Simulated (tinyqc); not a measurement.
Size effects in the resistivity of thin metal films and interconnect lines: one step, computed by the program tinyqc.

Electrons lose their drift at surfaces (a share 1 - p of the hits) and at grain boundaries (reflection R), besides bulk scattering.

Question. Surfaces. Fuchs-Sondheimer film: rho_b/rho = 1 - (3/(2 kappa))(1 - p) int_0^1 (s - s^3)(1 - exp(-kappa/s))/(1 - p exp(-kappa/s)) ds, f = rho/rho_b, kappa = thickness/lambda, 80 Gauss-Legendre points.

Inputs (values chosen for the exercise, modelled on iridium): bulk mean free path lambda = 6.74 nm; specularity p = 0.57; film thickness h = 7.7 nm.

Geometry: film.

Give: kappa = h/lambda; rho/rho_b from surfaces.

Answer.

kappa = h/lambda = 1.142

rho/rho_b from surfaces = 1.153

The thick-film form 1 + 3 (1 - p)/(8 kappa) gives 1.141, a deviation of -1.0 %.
